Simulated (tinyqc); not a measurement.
Schottky barrier with interface states (Cowley-Sze model), image lowering and contact resistance: one step, computed by the program tinyqc.

An n-type semiconductor under a metal. The barrier lies between the Schottky-Mott limit phi_M - chi and the Bardeen limit E_g - E_n, E_n being the neutrality level of the interface states; the space-charge term of the full Cowley-Sze expression is left out.

Problem. Tunnelling scale and contact resistivity. A* = 4 pi e m_e M_c k_B^2/h^3 (a simple valley count); J_s = A* T^2 exp(-phi/k_B T). E_00 = (e hbar/2) sqrt(N/(m_e eps_s eps_0)), E_0 = E_00 coth(E_00/k_B T); scaling form of the contact resistivity rho_c = (k_B/(e A* T)) exp(phi_B/E_0), which is the thermionic result when E_00 << k_B T and keeps only the leading exponential of tunnelling when E_00 >> k_B T; image lowering is left out of it.

Inputs (values chosen for the exercise, for a model semiconductor):
```
quantity                     value   unit
dielectric constant eps_s     6.82      -
electron mass m_e             0.19    m_0
valleys M_c                      1      -
donor density N            5.5e+16  cm^-3
temperature T                  200      K
```

Pinning factor from: interface states.

barrier phi_B = 1.633198 eV

Constants: k_B = 8.617333262e-05 eV/K; hbar = 1.054571817e-34 J s; m_0 = 9.1093837015e-31 kg; eps_0 = 8.8541878128e-12 F/m; e = 1.602176634e-19 C; k_B = 1.380649e-23 J/K; h = 6.62607015e-34 J s.

Give: E_00; E_00/k_B T; E_0; contact resistivity rho_c.

Solution.

E_00 = 0.003825 eV

E_00/k_B T = 0.2219

E_0 = 0.01752 eV

contact resistivity rho_c = 5.860e+32 ohm cm^2

With the usual bounds 0.5 and 5 on E_00/k_B T the regime is thermionic emission; so large a rho_c means a blocking contact.
